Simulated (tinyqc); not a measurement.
Enthalpies against pressure: pressure-driven transition between two phases with analytic equations of state. Computed by tinyqc, a small Python program. Command: `OMP_NUM_THREADS=1 python tinyqc.py 3023484 3023485 out.jsonl transition walk`. One thread of a shared host (Intel(R) Xeon(R) Processor @ 2.30GHz), about 0.07 s of CPU time with the checks.

Each phase obeys E = E0 + (9 V0 B0/16) [y^3 B' + y^2 (2 - 4 y)], y = (V0/V)^(2/3) - 1; P = (3 B0/2) (x^7 - x^5) [1 + (3/4)(B' - 4)(x^2 - 1)], x = (V0/V)^(1/3); E0 = 0 for phase 1 and Delta E0 for phase 2. H = E + P V.

Inputs (values chosen for the exercise, for two model phases):
```
quantity                                   value             unit
volume V0 of phase 1                          15  angstrom^3/atom
B0 of phase 1                                247              GPa
B' of phase 1                               3.89                -
volume V0 of phase 2                        13.9  angstrom^3/atom
B0 of phase 2                                344              GPa
B' of phase 2                               4.36                -
energy of phase 2 above phase 1, Delta E0   0.32          eV/atom
```

Equation of state: Birch-Murnaghan.

Constants: 1 eV/angstrom^3 = 160.2176634 GPa.

Method. Start from P = Delta E0/(V0 of phase 1 - V0 of phase 2); at each P solve P(V) = P for both phases and step P(new) = P - (H_2 - H_1)/(V_2 - V_1); stop when |H_2 - H_1| < 1e-10 eV. At the zero-temperature transition the volume change is V_2/V_1 - 1 and the work is P (V_1 - V_2). For each P solve P(V) = P in both phases.

transition pressure = 88.4026 GPa

V_1 at the transition = 11.9275 angstrom^3

V_2 at the transition = 11.6673 angstrom^3

Both phases:
```
P (GPa)  V_1 (angstrom^3)  V_2 (angstrom^3)  H_2 - H_1 (meV/atom)   stable
0                  15.000            13.900                320.00  phase 1
22                 13.892            13.136                194.59  phase 1
44                 13.085            12.549                106.81  phase 1
66                 12.453            12.073                 44.42  phase 1
81                 12.091            11.794                 12.85  phase 1
95                 11.790            11.560                -10.09  phase 2
110                11.500            11.332                -28.69  phase 2
140                11.000            10.932                -50.46  phase 2
```

H_2 - H_1 changes with slope V_2 - V_1, from -1.100 to -0.068 angstrom^3 per atom over the table, and passes zero at 88.40 GPa. An error of 10 meV per atom in Delta E0 moves the transition by about 6.16 GPa.
